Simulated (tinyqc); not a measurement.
Band bending at a free surface with one surface level, surface photovoltage and Kelvin probe: two steps of the calculation.

n-type bulk, xi = Ec - EF = Vt ln(Nc/Nd), p0 = ni^2/Nd, ni = sqrt(Nc Nv) exp(-Eg/(2 Vt)), Eg in volts. b is the upward band bending, u = b/Vt. Space charge per area, in units of q: Qc = sign(b) sqrt((2 eps0 eps_r Vt/q) [(Nd + dn)(exp(-u) - 1) + Nd u + (p0 + dn)(exp(u) - 1)]), with dn the excess density under light (flat quasi-Fermi levels; 0 in the dark). The level holds -Ns f, f = 1/(1 + exp((xi + b - Es)/Vt)). Neutrality: Qc + Qf + (charge of the states) = 0.

Parameters, values chosen for the exercise; band and dielectric values close to those of silicon:
- T = 350 K (temperature)
- Eg = 1.1 eV (band gap)
- eps_r = 11.7 (relative permittivity)
- Nc = 3.53e19 cm^-3 (conduction-band density of states at T)
- Nv = 3.28e19 cm^-3 (valence-band density of states at T)
- chi = 3.98 eV (electron affinity)
- Nd = 7e17 cm^-3 (donor density)
- Qf = 1.8e11 cm^-2 (fixed positive charge at the surface)
- pt = 5.22 eV (work function of the probe tip)
- Ns = 1.1e13 cm^-2 (density of an acceptor-like surface level)
- Es = 0.43 eV (its depth below the conduction edge)
- dn = 2.9e16 cm^-3 (excess carrier density under light)

Constants: q = 1.602176634e-19 C, kB = 1.380649e-23 J/K, Vt = kB T/q, eps0 = 8.8541878128e-14 F/cm where lengths are in cm. Results are converted to the units shown.

Question 1. Work function and Kelvin-probe reading. Work function chi + xi + b; contact potential difference CPD = (work function of the sample) - pt. Depth of EF below Ec at the surface: xi + b. Depletion width Qc/Nd.

converged b = 0.35890078 V

Give: xi + b; Qc; Qc/Nd; work function; CPD.

Answer 1.

xi + b = 0.47715 eV
Qc = 1.7251e12 cm^-2
Qc/Nd = 24.644 nm
work function = 4.4571 eV
CPD = -762.85 mV

The level is 17.3 % filled: the Fermi level is pinned at it.

Question 2. Surface photovoltage. Under chopped light the surface charge keeps its dark value, so b falls to bL with Qc(bL, dn) = Qc(b, 0); the photovoltage is b - bL. Qc rises with b, so bL follows by bisection.

converged b = 0.35890078 V

Give: bL; photovoltage; share of b removed; excess holes at the surface, dn exp(bL/Vt).

Answer 2.

bL = 0.1541 V
photovoltage = 204.8 mV
share of b removed = 57.05 %
excess holes at the surface, dn exp(bL/Vt) = 4.806e18 cm^-3

Computed by the program tinyqc: `OMP_NUM_THREADS=1 python tinyqc.py 2430067 2430068 out.jsonl`, one thread of a shared Intel Xeon 2.30GHz, about 0.01 s for the whole run.
